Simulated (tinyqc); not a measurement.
Raising U: Hubbard chain of 6 sites, mean field against exact. Computed by the program tinyqc. Collinear unrestricted mean field (the lowest of 40 random starts) against exact diagonalisation.

one-body matrix (hopping and site energies) (eV):
```
         1        2        3        4        5        6
1   0.0000  -0.9700   0.0000   0.0000   0.0000   0.0000
2  -0.9700   0.0000  -0.9700   0.0000   0.0000   0.0000
3   0.0000  -0.9700   0.0000  -0.9700   0.0000   0.0000
4   0.0000   0.0000  -0.9700   0.0000  -0.9700   0.0000
5   0.0000   0.0000   0.0000  -0.9700   0.0000  -0.9700
6   0.0000   0.0000   0.0000   0.0000  -0.9700   0.0000
```

electrons, up and down: 3  3

Exact and mean-field results (eV):
```
U            U/t    E exact  E mean field  mean |n_up - n_down|  double occupancy, exact  first gap in the sector
0.4800    0.4948  -6.091824     -6.058281                0.0000                   0.2267                   0.7693
0.9700    1.0000  -5.460026     -5.323281                0.0000                   0.2031                   0.6886
1.9400    2.0000  -4.409924     -3.925614                0.4041                   0.1584                   0.5612
2.9100    3.0000  -3.604585     -2.940197                0.6726                   0.1197                   0.4639
3.8800    4.0000  -2.999788     -2.301270                0.8030                   0.0896                   0.3890
5.8200    6.0000  -2.198710     -1.580315                0.9093                   0.0522                   0.2872
7.7600    8.0000  -1.715056     -1.197235                0.9485                   0.0329                   0.2246
19.4000  20.0000  -0.719245     -0.484029                0.9917                   0.0061                   0.0944
```

Estimate the missing row, U = 11.64.

Computed row:
```
U            U/t    E exact  E mean field  mean |n_up - n_down|  double occupancy, exact  first gap in the sector
11.6400  12.0000  -1.178934     -0.803828                0.9770                   0.0160                   0.1546
```

In absolute terms mean field is worst at U/t = 4.0, 0.699 eV too high: at small U it is nearly exact, and at large U it misses only exchange-scale energies. Its local moments set in at U/t = 2.0 of those listed, a broken symmetry that the exact state of a finite cluster with equal spins does not have. Relative to the exact energy its error is 0.6 % at the smallest U, 33 % at most and 33 % at the largest. The double occupancy falls from 0.227 to 0.006; at the largest U the first gap is 0.49 times the exchange scale 4t^2/U.
